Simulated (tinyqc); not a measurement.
MOSFET in saturation, small-signal circuit and noise: two steps of the calculation.

Bias by the inversion coefficient IC = I/Ispec (charge-based model with velocity saturation; weak inversion below 0.1, strong above 10). Common-source circuit: gm, gds, Cgs, Cgd and Cj at the inner nodes, Rg in series with the gate; quasi-static, no source or drain resistance, no gate-body capacitance, no substrate network, no induced gate noise, so fmax is an upper estimate.

Parameters, values chosen for the exercise:
- T = 325 K (temperature)
- L = 180 nm (gate length)
- W = 40 um (total gate width)
- Cox = 2.15 uF/cm^2 (gate capacitance)
- mu = 360 cm^2/(V s) (mobility)
- n = 1.2 (slope factor)
- Ls = 20 nm (velocity-saturation length)
- IC = 2.3 (inversion coefficient)
- gw = 0.1 (short-channel excess of the noise factor)
- Nt = 7.6e17 cm^-3 eV^-1 (oxide trap density)
- lt = 0.1 nm (tunnelling length into the oxide)
- ac = 1000 V s/C (Coulomb scattering coefficient)
- f = 3 GHz (signal frequency)

Constants: q = 1.602176634e-19 C, kB = 1.380649e-23 J/K, Vt = kB T/q. Results are converted to the units shown.

Task 1. Admittance matrix. Inner admittances at w = 2 pi f: y11 = i w (Cgs + Cgd), y12 = -i w Cgd, y21 = gm - i w Cgd, y22 = gds + i w (Cgd + Cd). Invert to Z, add Rg to Z11 and invert back to Y.

gm = 10.279185 mS
gds = 0.31865474 mS
Cgs = 81.256301 fF
Cgd = 14.4 fF
Cd = 30 fF
Rg = 4.9537037 ohm

Find: inner y; Y with Rg.

Result 1.

inner y (mS):
```
,1,2
1,0.00+1.80i,0.00-0.27i
2,10.28-0.27i,0.32+0.84i
```

Y with Rg (mS):
```
,1,2
1,0.02+1.80i,0.00-0.27i
2,10.28-0.36i,0.32+0.85i
```

Task 2. Noise at the gate. Channel noise Sid = 4 kB T gam n gm with gam = (1/2 + (2/3) qs)/(1 + qs) + gw lc IC, qs = [sqrt(1 + 4 IC) - 1]/2, lc = Ls/L (the last term an empirical rise with velocity saturation); at the gate, white noise Sw = Sid/gm^2 + 4 kB T Rg. Number fluctuation with correlated mobility: S(f) = K/f, K = q^2 Vt lt Nt/(W L Cox^2) (1 + ac mu Cox I/gm)^2, Vt in eV with Nt per eV. Corner fc = K/Sw. Full shot noise would be 2 q I.

I = 744.69772 uA
gm = 10.279185 mS
Rg = 4.9537037 ohm

Find: gam; Sid; Sid/(2 q I); sqrt(Sw); K; fc.

Result 2.

gam = 0.6127
Sid = 1.357e-22 A^2/Hz
Sid/(2 q I) = 0.5685
sqrt(Sw) = 1.172 nV/Hz^0.5
K = 1.831e-11 V^2
fc = 13.34 MHz

The gate resistance gives 6.5 % of the white noise power.

Computed by the program tinyqc: `OMP_NUM_THREADS=1 python tinyqc.py 2150022 2150023 out.jsonl`, one thread of a shared Intel Xeon 2.30GHz, about 0.01 s for the whole run.
